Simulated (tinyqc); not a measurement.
Hot electrons in a saturated n-channel MOSFET, lucky-electron model: one step of the calculation.

Beyond pinch-off the lateral field grows as Esat cosh(y/l) over the velocity-saturated region (pseudo-two-dimensional model). Impact ionisation in this region gives the substrate current, which biases the body forward through Rsub. Currents are per width. Local-field laws: they overstate ionisation when the field peak is narrower than an energy relaxation length.

Question. Length and field scales. Cox = 3.9 eps0/tox, l = sqrt(3 tox xj), Esat = 2 vs/mu.

Values chosen for this exercise; values close to those of silicon n-channel devices:

| symbol | value | unit | meaning |
|---|---|---|---|
| L | 0.35 | um | channel length |
| tox | 8.6 | nm | oxide thickness |
| xj | 150 | nm | junction depth |
| mu | 260 | cm^2/(V s) | effective mobility |
| vs | 7.3e6 | cm/s | saturation velocity |

Constants: eps0 = 8.8541878128e-14 F/cm where lengths are in cm. Results are converted to the units shown.

Find: Cox; l; Esat; Esat L.

Answer.

Cox = 0.4015 uF/cm^2
l = 62.21 nm
Esat = 0.05615 MV/cm
Esat L = 1.965 V

tinyqc, about 0.01 s, one thread, Intel Xeon 2.30GHz (shared host): `OMP_NUM_THREADS=1 python tinyqc.py 2550130 2550131 out.jsonl`
